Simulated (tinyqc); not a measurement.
Electron continuity equation in a given potential, Scharfetter-Gummel discretisation: error of the current against the mesh.

Steady state in one dimension: J = q mu n E + q D dn/dx with E = -dpsi/dx and D = mu Vt, dJ/dx = q (n/tau - G), fixed densities nL and nR at the ends. The potential is given, psi = U (x/L)^2, and is not changed by the electrons.

Fluxes J_i = (q D/h)(n_(i+1) P_i - n_i Q_i), d_i = (psi_(i+1) - psi_i)/Vt: Scharfetter-Gummel P = B(d), Q = B(-d), B(d) = d/(exp(d) - 1); central P = 1 - d/2, Q = 1 + d/2; upwind P = 1 + max(-d, 0), Q = 1 + max(d, 0). Balance at each inner node: J_i - J_(i-1) = q h (n_i/tau - G). The reference is Scharfetter-Gummel on 4000 intervals or more. Errors are those of J on the first interval against the reference at its midpoint; errors under 1e-6 % are printed as 0.

Inputs (values chosen for the exercise); mobility close to that of silicon at room temperature:
```
symbol   value        unit                               meaning
T          450           K                           temperature
mu        1340  cm^2/(V s)                     electron mobility
L           19          um                  length of the region
nL      8.3e14       cm^-3                      density at x = 0
nR        2e14       cm^-3                      density at x = L
tau     7.6e-8           s                              lifetime
G       1.1e23  cm^-3 s^-1               uniform generation rate
U          1.2           V  potential difference psi(L) - psi(0)
```

Constants: q = 1.602176634e-19 C, kB = 1.380649e-23 J/K, Vt = kB T/q. Results are converted to the units shown.

Results:
```
N    largest |d|  reference J (A/cm^2)  SG error (%)  central error (%)  upwind error (%)
5          11.14                -22.76          19.3               13.8              37.3
10         5.880                -21.21          4.88               3.66              14.2
20         3.017                -20.44          1.25              0.937              6.04
80        0.7688                -19.87        0.0796             0.0599              1.35
160       0.3856                -19.77        0.0200             0.0150             0.661
```

Estimate the missing row, N = 40.

Computed row:
```
N   largest |d|  reference J (A/cm^2)  SG error (%)  central error (%)  upwind error (%)
40        1.528                -20.06         0.316              0.238              2.79
```

With this row back in the table: From N = 80 to 160 the error shrinks by 4.0 (Scharfetter-Gummel), 4.0 (central), 2.0 (upwind); 4 marks second order and 2 first order. At N = 5 the errors are 19, 14 and 37 %.

Program tinyqc, `OMP_NUM_THREADS=1 python tinyqc.py 2220066 2220067 out.jsonl`; Intel Xeon 2.30GHz, shared host, one thread, about 0.01 s.
